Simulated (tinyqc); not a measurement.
Charge state against the Fermi level: deep level with several charge states.

Energies from Ev. The defect has charge states +1, 0, -1 with weights 1, gm exp((EF - E1)/kT), exp((2 EF - E1 - E2)/kT); the shares are the weights over their sum. Boltzmann carriers: n = Nc exp((EF - Eg)/kT), p = Nv exp(-EF/kT). Neutrality: p - n + Nd + Nt <q> = 0.

Constants: kB = 8.617333262e-05 eV/K.

Values chosen for the exercise (gap and densities of states near those of GaAs at this temperature; the results hold for these values, not for the real material): E1 = 0.972 eV (level (+1/0) above Ev); E2 = 0.845 eV (level (0/-1) above Ev); gm = 1 (degeneracy of the middle state, the others 1); T = 400 K.

Shares:

| EF (eV) | +1 | 0 | -1 | <q> |
|---|---|---|---|---|
| 0.083 | 1.000 | 0.000 | 0.000 | 1.000 |
| 0.193 | 1.000 | 0.000 | 0.000 | 1.000 |
| 0.304 | 1.000 | 0.000 | 0.000 | 1.000 |
| 0.415 | 1.000 | 0.000 | 0.000 | 1.000 |
| 0.525 | 1.000 | 0.000 | 0.000 | 1.000 |
| 0.636 | 1.000 | 0.000 | 0.000 | 1.000 |
| 0.746 | 0.999 | 0.001 | 0.000 | 0.998 |
| 0.857 | 0.921 | 0.033 | 0.046 | 0.874 |
| 0.967 | 0.032 | 0.027 | 0.941 | -0.910 |
| 1.078 | 0.000 | 0.001 | 0.999 | -0.999 |
| 1.299 | 0.000 | 0.000 | 1.000 | -1.000 |

Give the missing row, EF (eV) = 1.189.

Computed row:
```
EF (eV)     +1      0     -1     <q>
1.189    0.000  0.000  1.000  -1.000
```

E2 lies below E1 (negative U = -0.127 eV), so the charge goes from +1 to -1 near (E1 + E2)/2 = 0.908 eV, two electrons at once; the middle state never exceeds a share of 0.0734.

(tinyqc, `OMP_NUM_THREADS=1 python tinyqc.py 1682060 1682061 out.jsonl`, Intel(R) Xeon(R) Processor @ 2.30GHz, 1 thread, shared host, about 0.01 s.)
